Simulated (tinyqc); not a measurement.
Thin-body film or fin with hard walls, valleys of the Ge type: one step. Filling at a given sheet density. Two cases, with inputs chosen for the exercise.

Task: n_i = g m_d/(2 pi c) kB T ln(1 + exp((EF - E_i)/kB T)) over the levels listed; solve sum n_i = Ns (1e12/cm^2 = 1e-4/angstrom^2); the band bending of the charge itself is left out. c = hbar^2/2m0.

Constants: hbar^2/2m0 = 3.80998211 eV angstrom^2; kB = 8.617333262e-05 eV/K.

Give: EF; n_i in the order of the list.

Case 1.

Values chosen (out of a larger set: near those of Ge; not measured data): Ns = 4.2 x 1e12/cm^2 (sheet density in the on state); T = 300 K (temperature).

Valleys (masses in m0):

| valleys g | cos^2(theta) | m_z | m_1 | m_2 | m_d |
|---|---|---|---|---|---|
| 4 | 0.333333 | 0.119929 | 0.082000 | 1.094667 | 0.299604 |

Subbands:

| label | valleys g | E (eV) |
|---|---|---|
| 1 | 4 | 0.060483 |
| 2 | 4 | 0.241933 |
| 3 | 4 | 0.544348 |
| 4 | 4 | 0.967730 |
| 5 | 4 | 1.512079 |
| 6 | 4 | 2.177393 |
| 7 | 4 | 2.963674 |

Result:

EF = 0.0357 eV

n_i in the order of the list (1e12/cm^2): 4.196  0.004  0.000  0.000  0.000  0.000  0.000

The fullest subband is 1, with 100 %.

Case 2.

Values chosen (out of a larger set: near those of Ge; not measured data): Ns = 3.2 x 1e12/cm^2 (sheet density in the on state); T = 350 K (temperature).

Valleys (masses in m0):

| valleys g | cos^2(theta) | m_z | m_1 | m_2 | m_d |
|---|---|---|---|---|---|
| 2 | 0.666667 | 0.220284 | 0.081000 | 0.577667 | 0.216312 |
| 2 | 0.000000 | 0.081000 | 0.081000 | 1.571000 | 0.356723 |

Subbands:

| label | valleys g | E (eV) |
|---|---|---|
| 1 | 2 | 0.022043 |
| 1' | 2 | 0.059948 |
| 2 | 2 | 0.088173 |
| 3 | 2 | 0.198388 |
| 2' | 2 | 0.239791 |
| 4 | 2 | 0.352690 |
| 3' | 2 | 0.539529 |

Result:

EF = -0.0040 eV

n_i in the order of the list (1e12/cm^2): 1.920  1.020  0.251  0.007  0.003  0.000  0.000

The fullest subband is 1, with 60 %.

Computed by tinyqc, one run a case: `OMP_NUM_THREADS=1 python tinyqc.py N N+1 out.jsonl` with N = 1250156, 1250325; one thread of a shared Intel(R) Xeon(R) Processor @ 2.30GHz, about 0.01 s a run at most.
